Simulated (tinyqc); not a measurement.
Specific resistance of a metal-semiconductor contact and its transmission-line measurement: one step, computed by the program tinyqc. Command: `OMP_NUM_THREADS=1 python tinyqc.py 3014202 3014203 out.jsonl contact walk`. One thread of a shared host (Intel(R) Xeon(R) Processor @ 2.30GHz), about 0.01 s of CPU time with the checks.

The barrier is parabolic (depletion approximation), energies E are normal energies counted from the band edge in the neutral semiconductor (downwards for holes), and the bias is zero. xi is an input, held fixed when other inputs move.

Task: Transmission and supply. WKB transmission for E < E_b, with a = E/E_b: D = exp{-(E_b/E_00) [sqrt(1 - a) - a ln((1 + sqrt(1 - a))/sqrt(a))]}; D = 1 above. f = 1/(1 + exp((E - xi)/k_B T)).

Inputs (values chosen for the exercise, modelled on n-type germanium): Fermi level above the band edge in the bulk, xi = 0.063 eV; temperature T = 300 K.

Image-force lowering: included.

barrier used, above the bulk band edge = 0.5278513 eV

E_00 = 80.39480 meV

Constants: k_B = 8.617333262e-05 eV/K.

Give: E, D, f and D f at E/E_b = 0.05, 0.15, 0.3, 0.45, 0.6, 0.75, 0.9, 0.98.

Result:

E, D, f and D f at E/E_b = 0.05, 0.15, 0.3, 0.45, 0.6, 0.75, 0.9, 0.98:
```
E/E_b  E (eV)       D          f        D f
0.05   0.0264  0.0034  8.047e-01  2.735e-03
0.15   0.0792  0.0114  3.485e-01  3.967e-03
0.30   0.1584  0.0446  2.440e-02  1.088e-03
0.45   0.2375  0.1287  1.168e-03  1.503e-04
0.60   0.3167  0.2965  5.468e-05  1.621e-05
0.75   0.3959  0.5611  2.557e-06  1.435e-06
0.90   0.4751  0.8682  1.196e-07  1.038e-07
0.98   0.5173  0.9876  2.334e-08  2.306e-08
```
